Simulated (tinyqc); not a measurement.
Surface potential of a MOS transistor: implicit equation and explicit approximations: one step of the calculation.

p-type body, charge-sheet picture, depletion and inversion only, full ionisation (an idealisation for deep acceptors), Boltzmann statistics (rough once Na exp(x - xn) passes about Nc/7). In units of Vt: xg = (Vg - Vfb)/Vt, x = psi/Vt, G = gamma/sqrt(Vt), xn = (2 phiF + Vc)/Vt. The implicit equation is (xg - x)^2 = G^2 [x - 1 + exp(x - xn)] for x above about 3. Cox = eps0 eox/tox.

Task. Explicit approximation. Depletion value a = 1 + [sqrt(G^2/4 + xg - 1) - G/2]^2; inversion value b = xn + ln[(xg - xn)^2/G^2 - xn + 1] and first guess y = min(a, b) - ln(1 + exp(-|a - b|)) if a > xn + 1, else b = y = a; one second-order correction with D = exp(y - xn), p = 2 (xg - y) + G^2 (1 + D), w = (xg - y)^2 - G^2 (y - 1 + D): z = y + 2 w/(p + sqrt(p^2 - 2 (2 - G^2 D) w)), or the Newton step z = y + w/p where the root is not real.

G = 1.2005077
xn = 19.627833
xg = 18.857342

Wanted: a; b; y; p; w; z.

Result.

a = 14.45
b = 14.45
y = 14.45
p = 10.26
w = -0.008161
z = 14.45

The root of the implicit equation is x = 14.4531; y misses it by 8.0e-4 and z by -6.6e-14, in units of Vt.

tinyqc, about 0.01 s, one thread, Intel Xeon 2.30GHz (shared host): `OMP_NUM_THREADS=1 python tinyqc.py 2122060 2122061 out.jsonl`
